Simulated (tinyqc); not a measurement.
A log to judge: Cahn-Hilliard equation on a periodic one-dimensional grid. Computed by tinyqc. Command: `OMP_NUM_THREADS=1 python tinyqc.py 3019545 3019546 out.jsonl cahn walk`. One thread of a shared host (Intel(R) Xeon(R) Processor @ 2.30GHz), about 0.2 s of CPU time with the checks.

Free energy F = h sum_j [A (c_j^2 - 1)^2/4 + (kappa/2) ((c_(j+1) - c_j)/h)^2]; dc/dt = Lap(mu), mu = A (c^3 - c) - kappa Lap(c), Lap(y)_j = (y_(j+1) - 2 y_j + y_(j-1))/h^2, mobility 1; the grid has n = 16 points.

Inputs (values chosen for the exercise, in reduced units):

| quantity | value | unit |
|---|---|---|
| spacing h | 1 | - |
| well depth A | 1.5 | - |
| gradient coefficient kappa | 0.78 | - |
| mean composition c0 | -0.35 | - |
| noise amplitude | 0.1 | - |
| time step dt | 0.15 | - |
| end time | 60 | - |

Scheme: explicit Euler.

Method:
- Start: c_j = c0 + amplitude x (z_j - mean of z).
- c(new) = c + dt Lap(mu).
- Run to the end time; break off if |c| exceeds 3 or F has risen by more than 1e-9 in more than 30 steps. Domains = stretches with c > c0.

Course:

| step | t | F | min c | max c | domains |
|---|---|---|---|---|---|
| 0 | 0.0 | 4.635 | -0.44746 | -0.25186 | 4 |
| 8 | 1.2 | 4.611 | -0.42127 | -0.23858 | 2 |
| 20 | 3.0 | 4.595 | -0.45476 | -0.18804 | 2 |
| 40 | 6.0 | 4.479 | -0.56201 | 0.02678 | 2 |
| 60 | 9.0 | 4.020 | -0.75712 | 0.44133 | 2 |
| 80 | 12.0 | 3.764 | -0.90701 | 0.65642 | 2 |
| 120 | 18.0 | 3.730 | -0.93861 | 0.73005 | 2 |
| 132 | 19.8 | 160.914 | -3.75958 | 2.78764 | 4 |

Can the last value be used, and what does the course show?

No. F rose in 9 steps, which the true dynamics forbid. dt is 1.84 times the explicit limit, so the shortest wave, which alternates from point to point, is amplified. Reruns converge with time step dt = 0.037; or with scheme = semi-implicit Fourier.
